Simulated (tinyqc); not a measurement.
UKS/exchange-only LDA in the sto-6g basis, for BeH, spin multiplicity 2, step by step (part 1 of 2). Computed by tinyqc, a small Python program that keeps every step (integrals from PySCF). Settings: charge = 0, multiplicity = 2, basis = sto-6g, energy threshold = 1e-10, iteration cap = 61, orthogonalisation = symmetric, start = atomic densities, DIIS depth = 3, method = UKS, functional = Slater exchange alone, grid = [30, 86]. Command: `OMP_NUM_THREADS=1 python tinyqc.py 24131 24132 out.jsonl` (the two numbers bound the seeds that draw the settings). One thread of a shared host (Intel(R) Xeon(R) Processor @ 2.60GHz), about 1 s of CPU time with the checks. Later iterations appear only in the table of the cycle.

## One-electron integrals

Geometry (angstrom):
```
atom         x         y         z
Be    0.000000  0.000000  0.000000
H     0.000000  0.000000  2.198000
```

Basis sto-6g: exponents (1/bohr^2) and contraction coefficients of normalised primitives:
```
element  l (shell)    exponent  coefficient
Be           s (1)  312.870494     0.009164
Be           s (1)   57.364463     0.049361
Be           s (1)   16.048509     0.168538
Be           s (1)    5.513096     0.370563
Be           s (1)    2.140897     0.416492
Be           s (1)    0.881739     0.130334
Be           s (2)   13.633247    -0.013253
Be           s (2)    2.698375    -0.046992
Be           s (2)    0.838653    -0.033785
Be           s (2)    0.322660     0.250242
Be           s (2)    0.140131     0.595117
Be           s (2)    0.064233     0.240706
Be           p (3)   13.633247     0.003760
Be           p (3)    2.698375     0.037679
Be           p (3)    0.838653     0.173897
Be           p (3)    0.322660     0.418036
Be           p (3)    0.140131     0.425860
Be           p (3)    0.064233     0.101708
H            s (1)   35.523221     0.009164
H            s (1)    6.513144     0.049361
H            s (1)    1.822143     0.168538
H            s (1)    0.625955     0.370563
H            s (1)    0.243077     0.416492
H            s (1)    0.100112     0.130334
```

Overlap, kinetic and nuclear-attraction integrals over the contracted functions; the nuclear repulsion is the sum of Za Zb / Rab.

nuclear repulsion = 0.96301585 hartree

overlap S, lower triangle:
```
           1Be 1s    1Be 2s   1Be 2px   1Be 2py   1Be 2pz     2H 1s
1Be 1s   1.000000
1Be 2s   0.254764  1.000000
1Be 2px  0.000000  0.000000  1.000000
1Be 2py  0.000000  0.000000  0.000000  1.000000
1Be 2pz  0.000000  0.000000  0.000000  0.000000  1.000000
2H 1s    0.010327  0.184602  0.000000  0.000000  0.252236  1.000000
```

kinetic energy T (hartree), lower triangle:
```
            1Be 1s     1Be 2s   1Be 2px   1Be 2py   1Be 2pz     2H 1s
1Be 1s    6.768753
1Be 2s   -0.207382   0.220121
1Be 2px   0.000000   0.000000  0.661265
1Be 2py   0.000000   0.000000  0.000000  0.661265
1Be 2pz   0.000000   0.000000  0.000000  0.000000  0.661265
2H 1s    -0.004610  -0.001890  0.000000  0.000000  0.022706  0.768522
```

nuclear attraction V (hartree), lower triangle:
```
             1Be 1s     1Be 2s    1Be 2px    1Be 2py    1Be 2pz      2H 1s
1Be 1s   -14.955545
1Be 2s    -1.712069  -2.539692
1Be 2px    0.000000   0.000000  -2.524998
1Be 2py    0.000000   0.000000   0.000000  -2.524998
1Be 2pz   -0.007046  -0.070709   0.000000   0.000000  -2.568769
2H 1s     -0.074032  -0.376619   0.000000   0.000000  -0.504242  -2.202377
```

core Hamiltonian H = T + V (hartree), lower triangle:
```
            1Be 1s     1Be 2s    1Be 2px    1Be 2py    1Be 2pz      2H 1s
1Be 1s   -8.186792
1Be 2s   -1.919451  -2.319571
1Be 2px   0.000000   0.000000  -1.863733
1Be 2py   0.000000   0.000000   0.000000  -1.863733
1Be 2pz  -0.007046  -0.070709   0.000000   0.000000  -1.907504
2H 1s    -0.078643  -0.378509   0.000000   0.000000  -0.481537  -1.433855
```

## Two-electron integrals

Functions are numbered as in S; the eight-fold symmetry (ij|kl) = (ji|kl) = (kl|ij) leaves the list below.

Two-electron integrals (ij|kl) in chemists' order, unique and non-zero (hartree):
```
(11|11) 2.299996   (21|11) 0.361879   (21|21) 0.071926   (22|11) 0.570332
(22|21) 0.139654   (22|22) 0.417773   (31|31) 0.015252   (32|31) 0.022555
(32|32) 0.092340   (33|11) 0.570332   (33|21) 0.139654   (33|22) 0.417773
(33|33) 0.450117   (41|41) 0.015252   (42|41) 0.022555   (42|42) 0.092340
(43|43) 0.024258   (44|11) 0.570332   (44|21) 0.139654   (44|22) 0.417773
(44|33) 0.401601   (44|44) 0.450117   (51|51) 0.015252   (52|51) 0.022555
(52|52) 0.092340   (53|53) 0.024258   (54|54) 0.024258   (55|11) 0.570332
(55|21) 0.139654   (55|22) 0.417773   (55|33) 0.401601   (55|44) 0.401601
(55|55) 0.450117   (61|11) 0.014712   (61|21) 0.002859   (61|22) 0.005595
(61|33) 0.005549   (61|44) 0.005549   (61|51) 0.000287   (61|52) 0.000577
(61|55) 0.005688   (61|61) 0.000120   (62|11) 0.065720   (62|21) 0.016529
(62|22) 0.058044   (62|33) 0.055636   (62|44) 0.055636   (62|51) 0.002132
(62|52) 0.015338   (62|55) 0.062860   (62|61) 0.000739   (62|62) 0.015839
(63|31) 0.001121   (63|32) 0.006020   (63|53) 0.002228   (63|63) 0.000973
(64|41) 0.001121   (64|42) 0.006020   (64|54) 0.002228   (64|64) 0.000973
(65|11) 0.082327   (65|21) 0.020863   (65|22) 0.075727   (65|33) 0.071605
(65|44) 0.071605   (65|51) 0.003362   (65|52) 0.023747   (65|55) 0.083972
(65|61) 0.000958   (65|62) 0.022993   (65|65) 0.033787   (66|11) 0.240693
(66|21) 0.061308   (66|22) 0.237863   (66|33) 0.224760   (66|44) 0.224760
(66|51) 0.007016   (66|52) 0.067860   (66|55) 0.264067   (66|61) 0.002742
(66|62) 0.093275   (66|65) 0.141121   (66|66) 0.774999
```

## Orthogonalisation

S = U s U^T; symmetric (Loewdin) form X = U s^(-1/2) U^T, so that X^T S X = 1.

eigenvalues of S: 0.642730  0.817598  1.000000  1.000000  1.172653  1.367019

X, lower triangle:
```
            1Be 1s     1Be 2s   1Be 2px   1Be 2py    1Be 2pz     2H 1s
1Be 1s    1.025974
1Be 2s   -0.135221   1.040408
1Be 2px   0.000000   0.000000  1.000000
1Be 2py   0.000000   0.000000  0.000000  1.000000
1Be 2pz  -0.003135   0.019546  0.000000  0.000000   1.025731
2H 1s     0.014233  -0.101650  0.000000  0.000000  -0.134565  1.039908
```

## Starting guess

The start is atomic minimal-basis densities projected into this basis (PySCF's MINAO start) and scaled to the electron count of each spin; this density is not idempotent, so its energy is not variational and may lie below the converged one.

D(alpha) at the start, lower triangle:
```
            1Be 1s     1Be 2s   1Be 2px   1Be 2py   1Be 2pz     2H 1s
1Be 1s    1.292063
1Be 2s   -0.316307   1.253243
1Be 2px   0.000000   0.000000  0.000000
1Be 2py   0.000000   0.000000  0.000000  0.000000
1Be 2pz   0.003467  -0.009904  0.000000  0.000000  0.000737
2H 1s    -0.017583   0.071321  0.000000  0.000000  0.018898  0.579623
```

D(beta) at the start, lower triangle:
```
            1Be 1s     1Be 2s   1Be 2px   1Be 2py   1Be 2pz     2H 1s
1Be 1s    0.861375
1Be 2s   -0.210872   0.835496
1Be 2px   0.000000   0.000000  0.000000
1Be 2py   0.000000   0.000000  0.000000  0.000000
1Be 2pz   0.002311  -0.006603  0.000000  0.000000  0.000491
2H 1s    -0.011722   0.047547  0.000000  0.000000  0.012598  0.386415
```

## Iteration 1: exchange-correlation on the grid

Becke grid with 30 radial and 86 angular points per atom, points of zero weight dropped. rho = sum D_ij phi_i phi_j; V_xc,ij = sum w v_xc phi_i phi_j; v_xc is d(rho eps)/d rho(s) for spin s.

The 8 grid points with the largest w rho, of 5146 (bohr, atomic units):
```
x                  y          z         w  rho(alpha)  rho(beta)     eps_xc  v_xc(alpha)
0.000000    0.000000   2.704705  0.214059    0.014946   0.009964  -0.217620    -0.305615
-0.199347  -0.199347   0.199347  0.001971    1.555471   1.036981  -1.023638    -1.437544
0.199347    0.199347   0.199347  0.001971    1.555471   1.036981  -1.023638    -1.437544
-0.199347   0.199347   0.199347  0.001971    1.555471   1.036981  -1.023638    -1.437544
0.199347   -0.199347   0.199347  0.001971    1.555471   1.036981  -1.023638    -1.437544
-0.199347  -0.199347  -0.199347  0.001971    1.554269   1.036179  -1.023374    -1.437173
0.199347   -0.199347  -0.199347  0.001971    1.554269   1.036179  -1.023374    -1.437173
-0.199347   0.199347  -0.199347  0.001971    1.554269   1.036179  -1.023374    -1.437173
```

electrons on the grid, sum of w rho = 5.000095

E_xc = sum of w rho eps_xc = -2.73407026 hartree

V_xc(alpha) (hartree), lower triangle:
```
            1Be 1s     1Be 2s    1Be 2px    1Be 2py    1Be 2pz      2H 1s
1Be 1s   -1.424898
1Be 2s   -0.182239  -0.278135
1Be 2px   0.000000   0.000000  -0.275194
1Be 2py   0.000000   0.000000   0.000000  -0.275194
1Be 2pz   0.000055  -0.005290   0.000000   0.000000  -0.284021
2H 1s    -0.007687  -0.050127   0.000000   0.000000  -0.070544  -0.379144
```

V_xc(beta) (hartree), lower triangle:
```
            1Be 1s     1Be 2s    1Be 2px    1Be 2py    1Be 2pz      2H 1s
1Be 1s   -1.244763
1Be 2s   -0.159200  -0.242973
1Be 2px   0.000000   0.000000  -0.240404
1Be 2py   0.000000   0.000000   0.000000  -0.240404
1Be 2pz   0.000048  -0.004621   0.000000   0.000000  -0.248115
2H 1s    -0.006715  -0.043790   0.000000   0.000000  -0.061626  -0.331213
```

## Iteration 1: building the Kohn-Sham matrix

J_ij = sum D_kl (ij|kl) with D = D(alpha) + D(beta); F = H + J + V_xc; E = tr D H + tr D J / 2 + E_xc + E_nn.

Coulomb J (hartree), lower triangle:
```
           1Be 1s    1Be 2s   1Be 2px   1Be 2py   1Be 2pz     2H 1s
1Be 1s   6.015787
1Be 2s   1.059622  2.202087
1Be 2px  0.000000  0.000000  2.188581
1Be 2py  0.000000  0.000000  0.000000  2.188581
1Be 2pz  0.006911  0.067876  0.000000  0.000000  2.229101
2H 1s    0.043222  0.340208  0.000000  0.000000  0.456688  1.728257
```

F(alpha) (hartree), lower triangle:
```
            1Be 1s     1Be 2s   1Be 2px   1Be 2py    1Be 2pz      2H 1s
1Be 1s   -3.595903
1Be 2s   -1.042067  -0.395619
1Be 2px   0.000000   0.000000  0.049654
1Be 2py   0.000000   0.000000  0.000000  0.049654
1Be 2pz  -0.000080  -0.008123  0.000000  0.000000   0.037577
2H 1s    -0.043107  -0.088428  0.000000  0.000000  -0.095392  -0.084742
```

F(beta) (hartree), lower triangle:
```
            1Be 1s     1Be 2s   1Be 2px   1Be 2py    1Be 2pz      2H 1s
1Be 1s   -3.415768
1Be 2s   -1.019029  -0.360457
1Be 2px   0.000000   0.000000  0.084444
1Be 2py   0.000000   0.000000  0.000000  0.084444
1Be 2pz  -0.000087  -0.007454  0.000000  0.000000   0.073483
2H 1s    -0.042136  -0.082091  0.000000  0.000000  -0.086474  -0.036811
```

total energy of this density = -14.61582817 hartree

This density is the starting one; it is not idempotent, so its energy is not variational and may lie below the converged one.

## Iteration 1: diagonalisation and new density

Diagonalise F' = X^T F X, C = X C', fill 3 alpha and 2 beta electrons from the bottom; D(s) = C_occ C_occ^T. Each column has its largest component positive (the first on a tie).

F' = X^T F X (alpha) (hartree), lower triangle:
```
           1          2         3         4          5          6
1  -3.504158
2  -0.574697  -0.184074
3   0.000000   0.000000  0.049654
4   0.000000   0.000000  0.000000  0.049654
5  -0.004757   0.009472  0.000000  0.000000   0.064380
6   0.018413  -0.064690  0.000000  0.000000  -0.098400  -0.048867
```

orbital energies (alpha) (hartree): MO1 -3.600840, MO2 -0.152967, MO3 -0.048887, MO4 0.049654, MO5 0.049654, MO6 0.129974

coefficients C (alpha):
```
               MO1        MO2        MO3       MO4        MO5        MO6
1Be 1s    0.989311  -0.191043  -0.224894  0.000000   0.000000  -0.072864
1Be 2s    0.039407   0.630255   0.796199  0.000000   0.000000   0.280606
1Be 2px   0.000000   0.000000   0.000000  0.023693   0.999719   0.000000
1Be 2py   0.000000   0.000000   0.000000  0.999719  -0.023693   0.000000
1Be 2pz   0.001245   0.210039  -0.422443  0.000000   0.000000   0.920896
2H 1s    -0.005080   0.614646  -0.517394  0.000000   0.000000  -0.681572
```

F' = X^T F X (beta) (hartree), lower triangle:
```
           1          2         3         4          5         6
1  -3.320279
2  -0.579614  -0.150014
3   0.000000   0.000000  0.084444
4   0.000000   0.000000  0.000000  0.084444
5  -0.005148   0.010382  0.000000  0.000000   0.100570
6   0.019908  -0.066267  0.000000  0.000000  -0.100314  0.000161
```

orbital energies (beta) (hartree): MO1 -3.422947, MO2 -0.111112, MO3 -0.008044, MO4 0.084444, MO5 0.084444, MO6 0.172540

coefficients C (beta):
```
               MO1        MO2        MO3       MO4        MO5        MO6
1Be 1s    0.986651  -0.201933  -0.224977  0.000000   0.000000  -0.079042
1Be 2s    0.048478   0.648926   0.774873  0.000000   0.000000   0.295914
1Be 2px   0.000000   0.000000   0.000000  0.997469  -0.071097   0.000000
1Be 2py   0.000000   0.000000   0.000000  0.071097   0.997469   0.000000
1Be 2pz   0.001515   0.214574  -0.454809  0.000000   0.000000   0.904284
2H 1s    -0.006241   0.595222  -0.507258  0.000000   0.000000  -0.705984
```

D(alpha) after iteration 1, lower triangle:
```
            1Be 1s     1Be 2s   1Be 2px   1Be 2py   1Be 2pz     2H 1s
1Be 1s    1.065811
1Be 2s   -0.260480   1.032708
1Be 2px   0.000000   0.000000  0.000000
1Be 2py   0.000000   0.000000  0.000000  0.000000
1Be 2pz   0.056110  -0.203921  0.000000  0.000000  0.222576
2H 1s    -0.006091  -0.024765  0.000000  0.000000  0.347662  0.645511
```

D(beta) after iteration 1, lower triangle:
```
            1Be 1s    1Be 2s   1Be 2px   1Be 2py   1Be 2pz     2H 1s
1Be 1s    1.014258
1Be 2s   -0.083208  0.423455
1Be 2px   0.000000  0.000000  0.000000
1Be 2py   0.000000  0.000000  0.000000  0.000000
1Be 2pz  -0.041835  0.139316  0.000000  0.000000  0.046044
2H 1s    -0.126353  0.385952  0.000000  0.000000  0.127710  0.354328
```

Within a degenerate level the vectors are fixed only up to a rotation; this is one choice.

## Iteration 2: exchange-correlation on the grid

As before.

The 8 grid points with the largest w rho, of 5146 (bohr, atomic units):
```
x                  y         z         w  rho(alpha)  rho(beta)     eps_xc  v_xc(alpha)
0.000000    0.000000  2.704705  0.214059    0.022164   0.017881  -0.253323    -0.348512
0.000000    0.000000  2.267583  0.243058    0.016254   0.015240  -0.233289    -0.314281
1.012217    0.000000  2.508156  0.330361    0.010437   0.009535  -0.200475    -0.271142
0.000000   -1.012217  2.508156  0.330361    0.010437   0.009535  -0.200475    -0.271142
-1.012217   0.000000  2.508156  0.330361    0.010437   0.009535  -0.200475    -0.271142
0.000000    1.012217  2.508156  0.330361    0.010437   0.009535  -0.200475    -0.271142
0.848627    0.000000  2.102799  0.275845    0.011333   0.011275  -0.208837    -0.278686
0.000000    0.848627  2.102799  0.275845    0.011333   0.011275  -0.208837    -0.278686
```

electrons on the grid, sum of w rho = 5.000123

E_xc = sum of w rho eps_xc = -2.70286823 hartree

V_xc(alpha) (hartree), lower triangle:
```
            1Be 1s     1Be 2s    1Be 2px    1Be 2py    1Be 2pz      2H 1s
1Be 1s   -1.339560
1Be 2s   -0.173801  -0.277374
1Be 2px   0.000000   0.000000  -0.267386
1Be 2py   0.000000   0.000000   0.000000  -0.267386
1Be 2pz   0.003012   0.011646   0.000000   0.000000  -0.297353
2H 1s    -0.007268  -0.052334   0.000000   0.000000  -0.074612  -0.403876
```

V_xc(beta) (hartree), lower triangle:
```
            1Be 1s     1Be 2s    1Be 2px    1Be 2py    1Be 2pz      2H 1s
1Be 1s   -1.321905
1Be 2s   -0.164640  -0.212323
1Be 2px   0.000000   0.000000  -0.208661
1Be 2py   0.000000   0.000000   0.000000  -0.208661
1Be 2pz  -0.004493  -0.045589   0.000000   0.000000  -0.219655
2H 1s    -0.007100  -0.047404   0.000000   0.000000  -0.068228  -0.343678
```

## Iteration 2: building the Kohn-Sham matrix

As before.

Coulomb J (hartree), lower triangle:
```
           1Be 1s    1Be 2s   1Be 2px   1Be 2py   1Be 2pz     2H 1s
1Be 1s   5.881603
1Be 2s   1.036482  2.161172
1Be 2px  0.000000  0.000000  2.138081
1Be 2py  0.000000  0.000000  0.000000  2.138081
1Be 2pz  0.009196  0.090067  0.000000  0.000000  2.207354
2H 1s    0.042400  0.351191  0.000000  0.000000  0.476337  1.842946
```

F(alpha) (hartree), lower triangle:
```
            1Be 1s     1Be 2s   1Be 2px   1Be 2py    1Be 2pz     2H 1s
1Be 1s   -3.644749
1Be 2s   -1.056770  -0.435774
1Be 2px   0.000000   0.000000  0.006962
1Be 2py   0.000000   0.000000  0.000000  0.006962
1Be 2pz   0.005162   0.031003  0.000000  0.000000   0.002497
2H 1s    -0.043511  -0.079651  0.000000  0.000000  -0.079812  0.005215
```

F(beta) (hartree), lower triangle:
```
            1Be 1s     1Be 2s   1Be 2px   1Be 2py    1Be 2pz     2H 1s
1Be 1s   -3.627094
1Be 2s   -1.047610  -0.370722
1Be 2px   0.000000   0.000000  0.065687
1Be 2py   0.000000   0.000000  0.000000  0.065687
1Be 2pz  -0.002343  -0.026232  0.000000  0.000000   0.080195
2H 1s    -0.043343  -0.074722  0.000000  0.000000  -0.073428  0.065413
```

total energy of this density = -14.58059724 hartree

## Iteration 2: DIIS over 2 matrices

error matrix X^T (FDS - SDF) X (alpha):
```
           1          2         3         4          5          6
1   0.000000  -0.001124  0.000000  0.000000  -0.000246   0.002298
2   0.001124   0.000000  0.000000  0.000000  -0.025037   0.003975
3   0.000000   0.000000  0.000000  0.000000   0.000000   0.000000
4   0.000000   0.000000  0.000000  0.000000   0.000000   0.000000
5   0.000246   0.025037  0.000000  0.000000   0.000000  -0.050331
6  -0.002298  -0.003975  0.000000  0.000000   0.050331   0.000000
```

B (overlaps of the stored error matrices):
```
               1              2
1  1.9222973e-02  2.2950359e-03
2  2.2950359e-03  1.6556490e-02
```

Minimise |sum c_i e_i|^2 with sum c_i = 1: solve [B -1; -1 0][c; lambda] = [0; -1] with B_ij = tr e_i^T e_j summed over both spins, and take F = sum c_i F_i.

DIIS coefficients: 0.457253  0.542747

extrapolated F(alpha) (hartree), lower triangle:
```
            1Be 1s     1Be 2s   1Be 2px   1Be 2py    1Be 2pz      2H 1s
1Be 1s   -3.622414
1Be 2s   -1.050047  -0.417413
1Be 2px   0.000000   0.000000  0.026483
1Be 2py   0.000000   0.000000  0.000000  0.026483
1Be 2pz   0.002765   0.013113  0.000000  0.000000   0.018538
2H 1s    -0.043326  -0.083665  0.000000  0.000000  -0.086936  -0.035918
```

extrapolated F(beta) (hartree), lower triangle:
```
            1Be 1s     1Be 2s   1Be 2px   1Be 2py    1Be 2pz     2H 1s
1Be 1s   -3.530464
1Be 2s   -1.034541  -0.366028
1Be 2px   0.000000   0.000000  0.074264
1Be 2py   0.000000   0.000000  0.000000  0.074264
1Be 2pz  -0.001311  -0.017646  0.000000  0.000000   0.077126
2H 1s    -0.042791  -0.078092  0.000000  0.000000  -0.079393  0.018671
```
